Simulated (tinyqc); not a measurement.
Starting guesses with DIIS over 6 matrices: SCF starting guesses in the sto-3g basis, for BeH2, spin multiplicity 1. Computed by the program tinyqc with PySCF. Command: `OMP_NUM_THREADS=1 python tinyqc.py 111209 111210 out.jsonl`; one thread of a shared host (Intel(R) Xeon(R) Processor @ 2.60GHz), about 0.5 s.

Geometry (angstrom):
```
atom       x        y       z
Be    0.0000   0.0000  0.0000
H     0.0000   1.8320  0.0000
H     0.0000  -1.8320  0.0000
```

lowest restricted solution found by these runs and by PySCF = -15.421290 hartree

RHF with one setting changed at a time; a run stops when the energy changes by less than 1e-09 hartree and the error matrix is below 1e-5. Starts: the lowest orbitals of the core Hamiltonian, of the Wolfsberg-Helmholz matrix (K = 1.75), projected atomic densities, random orbitals, and the highest orbitals of the core Hamiltonian (a deliberately bad start).

Largest element of the error matrix X^T (FDS - SDF) X:
```
iteration     core  Wolfsberg-Helmholz  atomic densities   random  highest core orbitals
1          4.6e-01             2.3e-01           1.7e-01  2.7e+00                8.9e-02
2          5.8e-02             2.7e-02           1.1e-01  2.5e-01                2.7e-01
3          5.1e-03             7.9e-03           2.2e-02  1.0e-01                2.8e-01
4          1.2e-03             1.0e-03           1.3e-03  3.4e-02                2.7e-01
5          1.6e-04             4.9e-06           2.8e-06  8.1e-03                2.3e-01
6          2.3e-06             1.4e-06           2.4e-07  1.6e-03                2.8e-01
8                -                   -                 -  2.8e-05                3.5e-01
10               -                   -                 -        -                3.2e-01
14               -                   -                 -        -                3.4e-03
```

How each run ends:
```
run                    iterations  E (hartree)         state
core                            7   -15.421290  lowest found
Wolfsberg-Helmholz              6   -15.421290  lowest found
atomic densities                6   -15.421290  lowest found
random                          9   -15.421290  lowest found
highest core orbitals          18   -15.421290  lowest found
```

5 of 5 runs reach the lowest restricted solution found, in 6 to 18 iterations (fastest: Wolfsberg-Helmholz, atomic densities). The first errors are 5e-01, 2e-01, 2e-01, 3e+00, 9e-02; the deliberately bad start has the smallest one, so a small first error does not mark a good start.
